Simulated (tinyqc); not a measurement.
Metal-induced gap states at the contact of a metal chain and a two-band chain: sweeps and comparisons. A value that a table varies takes the place of the one given here.

The semiconductor alternates sites A at -Eg/2 and C at +Eg/2 with hopping -t; the gap runs from -Eg/2 to Eg/2. In the gap cosh(q a) = 1 + (Eg^2/4 - E^2)/(2 t^2) and the amplitude changes by -exp(-q a) a period. The metal has site energy 0 and hopping -tm; its end site has g_m = (E - i sqrt(4 tm^2 - E^2))/(2 tm^2). Sites 1, 2, ... count into the semiconductor, with energies e1, e2 alternating. The clean half chain has g1 = 1/(E - e1 - t^2 g2), g2 = 1/(E - e2 - t^2 g1), decaying root. With the contact G11 = 1/(1/g1 - tc^2 g_m), and the density on site j is -Im G_jj/pi = |psi_j/psi_1|^2 (-Im G11/pi), per spin, with psi_2/psi_1 = -t g2, psi_3/psi_2 = -t g1.

Constants: e^2/(4 pi eps0) = 14.39964547 eV angstrom.

Values chosen for the exercise (gap and optical dielectric constant near those of SiO2; the chain itself is a model; the results hold for these values, not for the real material):
```
symbol  value  unit      meaning
Eg      8.57   eV        gap
t       1.88   eV        hopping in the semiconductor
tm      3.43   eV        hopping in the metal
tc      2.78   eV        hopping across the contact
end     C                site that touches the metal
a       3.1    angstrom  period (two sites); one chain for each area a^2
eps     2.2              dielectric constant
E       -2.72  eV        energy from mid-gap
```

## Across the gap

E = f Eg. Share on C: the part of the summed density that lies on C sites, whose orbitals make the conduction edge.

Gap states:
```
f,E (eV),xi = 1/(2q) (angstrom),D1 (1/eV),D2 (1/eV),sum (1/eV),share on C
-0.48,-4.114,2.47,0.0020,0.0534,0.0776,0.037
-0.40,-3.428,1.21,0.0065,0.0163,0.0248,0.285
-0.30,-2.571,0.95,0.0105,0.0082,0.0195,0.562
-0.15,-1.286,0.82,0.0165,0.0047,0.0217,0.780
0.00,0.000,0.79,0.0239,0.0034,0.0279,0.876
0.15,1.286,0.82,0.0342,0.0028,0.0379,0.924
0.30,2.571,0.95,0.0504,0.0025,0.0549,0.954
0.40,3.428,1.21,0.0678,0.0021,0.0758,0.970
0.48,4.114,2.47,0.0925,0.0010,0.1308,0.989
```

The decay length xi of the density is shortest at mid-gap, 0.79 angstrom, and grows to 2.5 near the edges. The summed density is least at f = -0.3 (0.0195) and largest at f = 0.48 (0.1308 1/eV). The share on C goes from 0.04 to 0.99 and passes one half near f = -0.322, a point that depends on which site ends the chain. The states turn from valence-like to conduction-like across the gap; the branch point, where the decay is fastest, lies at mid-gap in this symmetric chain and is the usual estimate of the neutrality level.

## Wider gaps pin less

E = 0; Eg is varied and eps follows 1 + (eps0 - 1)(Eg0/Eg), with the given Eg and eps as Eg0 and eps0. xi = 1/(2q), N = 2 (summed density)/a^2, S = 1/(1 + 4 pi e^2 N xi/eps).

Against the gap:
```
Eg (eV),eps,xi (angstrom),summed density (1/eV),S,S at fixed eps
0.50,21.57,11.66,0.6325,0.072,0.008
0.75,14.71,7.78,0.4230,0.106,0.017
1.10,10.35,5.32,0.2892,0.152,0.037
1.50,7.86,3.91,0.2122,0.201,0.066
2.30,5.47,2.57,0.1374,0.291,0.142
3.40,4.02,1.77,0.0906,0.400,0.267
5.50,2.87,1.14,0.0514,0.565,0.499
9.00,2.14,0.76,0.0259,0.742,0.747
```

From Eg = 0.5 to 9 eV xi falls by a factor 15.3 and the summed density by 24.5, so at fixed eps S rises from 0.01 to 0.75. The weaker screening of wide-gap solids works against this: with it S goes from 0.07 to 0.74.

## Weakening the contact bond

At the given E, tc is varied, as by a thin spacer. xi = 1/(2q), N = 2 (summed density)/a^2, S = 1/(1 + 4 pi e^2 N xi/eps) with xi and eps kept.

Against tc:
```
tc (eV),D1 (1/eV),summed density (1/eV),S
0.10,0.00001,0.00002,0.9996
0.25,0.00007,0.00014,0.9977
0.50,0.00028,0.00055,0.9909
0.80,0.00072,0.00143,0.9767
1.20,0.00164,0.00328,0.9481
1.80,0.00385,0.00768,0.8863
2.50,0.00782,0.01562,0.7931
3.50,0.01598,0.03192,0.6523
```

For a weak bond the density goes as tc^2 (ratio 6.26 between 0.25 and 0.1 eV, against 6.25). It is largest at tc = 3.5 eV among these rows, the end of the table; the peak may lie just before or beyond it. S is 1.000 at 0.1 eV and has its least value, 0.652, in that row.

## What each parameter does

xi = 1/(2q), summed density, and S = 1/(1 + 4 pi e^2 N xi/eps), N = 2 (summed density)/a^2. Each row changes one parameter from the base and keeps the others.

Results:
```
case,xi (angstrom),summed density (1/eV),S
base,0.976,0.01968,0.7527
Eg = 9.427 eV,0.863,0.01598,0.8090
t = 2.068 eV,1.057,0.01971,0.7371
tm = 3.773 eV,0.976,0.01769,0.7720
tc = 3.058 eV,0.976,0.02415,0.7126
eps = 2.42,0.976,0.01968,0.7700
end = A,0.976,0.05767,0.5094
```

The largest shifts from the base row, up to three for each result and ties (the steps differ in size, so this ranks the rows, not the parameters). xi (angstrom): Eg -0.113, t +0.082; unchanged at the printed digits by tm, tc, eps and end. summed density (1/eV): end +0.03799, tc +0.00447, Eg -0.00370; unchanged at the printed digits by eps. S: end -0.2433, Eg +0.0564, tc -0.0401. The decay length belongs to the semiconductor alone; the metal and the contact set only the amplitude.

Run: tinyqc, `OMP_NUM_THREADS=1 python tinyqc.py 1480630 1480631 out.jsonl`; Intel(R) Xeon(R) Processor @ 2.30GHz, one thread, shared host; about 0.01 s of CPU time with all checks.
